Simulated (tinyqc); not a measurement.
Abrupt p-n junction, non-linear Poisson equation by Newton steps: two steps of the calculation.

One dimension, p side on the left, n side on the right; net doping C = -Na for x < 0 and +Nd for x > 0. The potential psi is counted from the intrinsic level, and the quasi-Fermi potentials are flat: 0 for holes and -V for electrons, so n = ni exp((psi + V)/Vt) and p = ni exp(-psi/Vt) (Boltzmann statistics, full ionisation, no current).

Parameters, values chosen for the exercise; band and dielectric values close to those of silicon: temperature T = 350 K; band gap Eg = 1.1 eV; relative permittivity eps_r = 11.9; conduction-band density of states at T Nc = 3.54e19 cm^-3; valence-band density of states at T Nv = 3.38e19 cm^-3; acceptor density of the p side Na = 1.3e15 cm^-3; donor density of the n side Nd = 1.9e15 cm^-3; bias of the p side against the n side V = -0.5 V.

Constants: q = 1.602176634e-19 C, kB = 1.380649e-23 J/K, Vt = kB T/q, eps0 = 8.8541878128e-14 F/cm where lengths are in cm. Results are converted to the units shown.

Task 1. Intrinsic density, end potentials and Debye lengths. ni = sqrt(Nc Nv) exp(-Eg/(2 Vt)), Eg in volts; psi_p = -Vt ln(Na/ni), psi_n = Vt ln(Nd/ni) - V; Debye length sqrt(eps0 eps_r Vt/(q N)).

Find: ni; psi_p; psi_n; Debye length, p side; Debye length, n side.

Result 1.

ni = 4.162e11 cm^-3
psi_p = -0.2427 V
psi_n = 0.7541 V
Debye length, p side = 123.5 nm
Debye length, n side = 102.2 nm

Task 2. Check against the exact first integral and the depletion approximation. ni = sqrt(Nc Nv) exp(-Eg/(2 Vt)), Eg in volts. Exact first integral for an abrupt junction with thick neutral sides: psi_p = -Vt ln(Na/ni), psi_n = Vt ln(Nd/ni) - V, psi_j = (Nd psi_n + Na psi_p - Vt (Nd - Na))/(Na + Nd) at the junction, n_j = ni exp((psi_j + V)/Vt), p_j = ni exp(-psi_j/Vt), and E_j^2 = (2 q/(eps0 eps_r)) [Nd (psi_n - psi_j - Vt) + Vt (n_j + p_j)] (minority densities of the neutral sides neglected). Depletion approximation: Vbi = Vt ln(Na Nd/ni^2), W = sqrt(2 eps0 eps_r (Vbi - V)(1/Na + 1/Nd)/q), xp = W Nd/(Na + Nd), xn = W Na/(Na + Nd), peak field 2 (Vbi - V)/W, capacitance eps0 eps_r/W.

Wanted: psi_j; exact field at the junction; Vbi; W; peak field in the depletion approximation.

Result 2.

psi_j = 0.3435 V
exact field at the junction = 14.83 kV/cm
Vbi = 0.4968 V
W = 1303 nm
peak field in the depletion approximation = 15.30 kV/cm

Computed by the program tinyqc: `OMP_NUM_THREADS=1 python tinyqc.py 2000145 2000146 out.jsonl`, one thread of a shared Intel Xeon 2.30GHz, about 0.02 s for the whole run.
